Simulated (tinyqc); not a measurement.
A discretised effective-mass wire between two leads, recursive Green functions: two steps of the calculation.

Finite differences on a grid of step a give a chain with hopping -t, t = C/(m a^2), C = hbar^2/(2 m0), and site energies 2 t + U_i for the N = 8 sites of the device; the semi-infinite leads have site energy 2 t. Each slice is one site, and V = -t couples neighbouring slices.

Parameters, values chosen for the exercise: effective mass m = 0.31 m0; grid step a = 0.15 nm; energy above the band bottom of the leads E = 3.028 eV.

Constants: q = 1.602176634e-19 C, hbar = 1.054571817e-34 J s, m0 = 9.1093837015e-31 kg, hbar^2/(2 m0) = 0.0380998212 eV nm^2. Results are converted to the units shown.

Question 1. Self-energy of the leads. Sigma = t^2 g(E - 2 t), g(x) = (x - i sqrt(4 t^2 - x^2))/(2 t^2) for |x| < 2 t and (x - sign(x) sqrt(x^2 - 4 t^2))/(2 t^2) otherwise; Gamma = i (Sigma - Sigma^dagger); both leads give the same.

Wanted: t; Sigma; Gamma; open modes.

Answer 1.

t = 5.462 eV
Sigma = -3.948-3.775i eV
Gamma = 7.549 eV
open modes = 1

Question 2. Backward pass. Backward pass: G_NN = g_N, G_ii = g_i + g_i V^dagger G_(i+1,i+1) V g_i; local density of states -Im G_ii/pi on each site.

```
site,g_i (1/eV)
1,-0.13232963-0.12650742i
2,-0.12426419-0.08658314i
3,-0.13083176-0.05091754i
4,-0.13764644-0.03016681i
5,-0.14600446-0.01953087i
6,-0.16539803-0.01609281i
7,-0.22307937-0.02417569i
8,0.09830029-0.16322022i
```

Give: G_ii; local density of states.

Answer 2.

```
site,G_ii (1/eV),local density of states (1/eV)
1,0.0983-0.1632i,0.05195
2,-0.0263-0.2320i,0.07386
3,-0.1498-0.2079i,0.06617
4,-0.2042-0.1749i,0.05567
5,-0.2042-0.1749i,0.05567
6,-0.1498-0.2079i,0.06617
7,-0.0263-0.2320i,0.07386
8,0.0983-0.1632i,0.05195
```

A site of an infinite clean chain has 1/(pi sqrt(4 t^2 - x^2)) = 0.0422 1/eV at this energy (x counted from the band centre); the device goes from 0.0520 (site 1) to 0.0739 (site 7).

tinyqc, about 0.01 s, one thread, Intel Xeon 2.30GHz (shared host): `OMP_NUM_THREADS=1 python tinyqc.py 2660002 2660003 out.jsonl`
